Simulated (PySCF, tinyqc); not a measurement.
Worked calculation: CIS and TDHF on RHF in the sto-3g basis, for H3+, spin multiplicity 1. The lowest restricted solution is unstable here: a spin-polarised one lies 0.0001 hartree lower (PySCF). One step of it, computed by the program tinyqc.

Task: CIS matrix, triplets. A(ia,jb) = (e_a - e_i) d_ij d_ab - (ij|ab).

orbital energies (hartree): [-0.946026, -0.332872, 0.228747]

Two-electron integrals over orbitals (pq|rs), unique and non-zero (hartree):
```
(11|11) 0.561217    (21|11) -0.000077   (21|21) 0.146316    (22|11) 0.476226
(22|21) 0.000117    (22|22) 0.529568    (31|11) 0.094286    (31|21) 0.000026
(31|22) -0.041058   (31|31) 0.136961    (32|11) 0.000041    (32|21) -0.141367
(32|22) -0.000121   (32|31) -0.000067   (32|32) 0.158668    (33|11) 0.566275
(33|21) -0.000116   (33|22) 0.504842    (33|31) 0.082393    (33|32) 0.000094
(33|33) 0.604263
```

Give: CIS matrix A, triplet.

Result:

CIS matrix A, triplet (hartree), order 1>2, 1>3:
```
[[0.1369, 0.0000],
 [0.0000, 0.6085]]
```
